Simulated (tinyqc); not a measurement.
A stack of flat layers between unequal leads with mass mismatch, transfer matrices: one step of the calculation.

One electron of energy E comes from the left lead (band edge 0); no transverse momentum. Parabolic bands, masses in units of m0, C = hbar^2/(2 m0); psi and psi'/m are continuous at every interface. The layers follow each other from left to right, then the right lead.

Problem. Transmission and reflection. The matrix M carries (psi, psi'/m) across the stack, and v = k/m in each lead. psi = 1 + r at the left edge (incident amplitude 1) and t at the right edge. With det M = 1, a = i vR M11 - M21 and b = -vL vR M12 - i vL M22: t = 2 i vL/(a - b), r = -(a + b)/(a - b), T(E) = (vR/vL) |t|^2, R(E) = |r|^2.

M:
```
           1          2
1  26.402406  3.6504591
2  92.058534  12.766106
```

vL = 4.4769458 1/nm
vR = 7.5722689 1/nm

Wanted: t; r; T(E); R(E).

Solution.

t = 0.034308+0.004230i
r = -0.44510-0.89435i
T(E) = 0.0020211
R(E) = 0.99798

T(E) + R(E) = 1: the current is conserved.

Program tinyqc, `OMP_NUM_THREADS=1 python tinyqc.py 2560002 2560003 out.jsonl`; Intel Xeon 2.30GHz, shared host, one thread, about 0.01 s.
